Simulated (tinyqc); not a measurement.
Brouwer diagram: defect equilibria of an oxide against oxygen pressure (mass action). Computed by tinyqc, a small Python program. Command: `OMP_NUM_THREADS=1 python tinyqc.py 3024910 3024911 out.jsonl brouwer walk`. One thread of a shared host (Intel(R) Xeon(R) Processor @ 2.30GHz), about 0.01 s of CPU time with the checks.

Defects: oxygen vacancies V (charge +2), electrons n, holes p, the ionic partner X = V_M'' (charge -2), and the dopant. Activities are taken equal to concentrations.

Inputs (values chosen for the exercise, for a model oxide):
```
quantity                  value             unit
reduction enthalpy H_r     4.65               eV
prefactor K_r0          1.5e+69  cm^-9 atm^(1/2)
gap E_g                    3.43               eV
prefactor N_c N_v       2.9e+41            cm^-6
disorder enthalpy H_s      2.87               eV
prefactor K_s0          2.1e+44            cm^-6
dopant density N_d        2e+18            cm^-3
temperature T               900                K
```

Ionic disorder: Schottky, oxide MO. Dopant (singly charged, fully ionised): acceptor.

Constants: k_B = 8.617333262e-05 eV/K.

Method:
- K_r = K_r0 exp(-H_r/k_B T) = [V] n^2 P^(1/2); K_i = N_c N_v exp(-E_g/k_B T) = n p; K_s = K_s0 exp(-H_s/k_B T) = [X] [V].
- Neutrality: 2 [V] + p = n + 2 [X] + N_d. With n as the unknown, [V] = K_r/(n^2 P^(1/2)), p = K_i/n, [X] = K_s/[V]; the log ratio is ln(positive/negative).
- The root is found by 60 bisections in ln n between n = 1e-10 and 1e25 cm^-3.
- The slope is d log n / d log P from this row and the one above; the last column names the largest term on each side. Pressures that give more than 3e21 cm^-3 are left out.

K_r = 1.37163e+43 cm^-9 atm^(1/2)

K_i = 1.79988e+22 cm^-6

K_s = 1.78208e+28 cm^-6

Log10 of the densities in cm^-3:
```
log10 P (atm)       n     [V]       p     [X]  slope of n      balance
-32            19.808  19.521  2.4469   8.730           -    2 [V] = n
-28            19.126  18.885  3.1293   9.365    -0.17061    2 [V] = n
-24            18.394  18.350  3.8615   9.901    -0.18305    2 [V] = n
-20            17.534  18.069  4.7209  10.182    -0.21485  2 [V] = N_d
-16            16.565  18.008  5.6906  10.243    -0.24241  2 [V] = N_d
-12            15.568  18.001  6.6870  10.250    -0.24911  2 [V] = N_d
-8             14.569  18.000  7.6867  10.251    -0.24991  2 [V] = N_d
-4             13.569  18.000  8.6866  10.251    -0.24999  2 [V] = N_d
0              12.569  18.000  9.6866  10.251    -0.25000  2 [V] = N_d
```

Regimes: 2 [V] = n from log P = -32 to -24, where that balance predicts a slope of -1/6 and the table comes as close as -0.171; 2 [V] = N_d from log P = -20 to 0, where that balance predicts a slope of -1/4 and the table comes as close as -0.250.

Extremes, crossings and ranges named in words are read from the listed rows.
